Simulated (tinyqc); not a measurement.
Minority carriers and saturation current of a heavily doped emitter: effect of temperature on the narrowing factor.

n-type, parabolic bands, full ionisation. eta = (EF - Ec)/kB T solves N = Nc F12(eta), F12(x) = (2/sqrt(pi)) int_0^infinity sqrt(u)/(1 + exp(u - x)) du. The gap shrinks rigidly by dEg = E1 [ln(N/N0) + sqrt(ln^2(N/N0) + 0.5)], an empirical law that is here taken as the true narrowing.

Nc is given at 300 K and scales as T^1.5; dEg is held. The factor nie^2/ni^2 = exp(dEg/kB T) g, g = F12(eta) exp(-eta), divides the current gain of a transistor with this emitter.

Parameters, values chosen for the exercise; band and dielectric values close to those of silicon:
```
symbol    value   unit                                     meaning
Nc      2.83e19  cm^-3  conduction-band density of states at 300 K
N        1.3e20  cm^-3                       ionised donor density
E1          9.5    meV                 energy of the narrowing law
N0       1.2e17  cm^-3                density of the narrowing law
```

Constants: q = 1.602176634e-19 C, kB = 1.380649e-23 J/K, Vt = kB T/q. Results are converted to the units shown.

Effect of temperature on the narrowing factor:

| T (K) | eta | g | nie^2/ni^2 | its logarithm |
|---|---|---|---|---|
| 150 | 6.5537 | 0.018513 | 549.15 | 6.3084 |
| 200 | 4.8347 | 0.067085 | 151.63 | 5.0214 |
| 250 | 3.7801 | 0.13780 | 66.460 | 4.1966 |
| 300 | 3.0569 | 0.21605 | 37.209 | 3.6166 |
| 350 | 2.5230 | 0.29244 | 24.137 | 3.1838 |
| 400 | 2.1076 | 0.36261 | 17.239 | 2.8472 |
| 450 | 1.7717 | 0.42518 | 13.161 | 2.5773 |

The factor falls from 549 to 13.2. Its slope against q/kB T is 66.5 meV between the first two rows and 83.7 meV between the last two, against dEg = 133 meV: degeneracy takes back part of the narrowing. The factor grows on cooling, so the current gain of such a transistor falls.

Range of the model: Band tails, non-parabolic bands and incomplete ionisation are left out.

Computed by the program tinyqc: `OMP_NUM_THREADS=1 python tinyqc.py 2330056 2330057 out.jsonl`, one thread of a shared Intel Xeon 2.30GHz, about 0.01 s for the whole run.
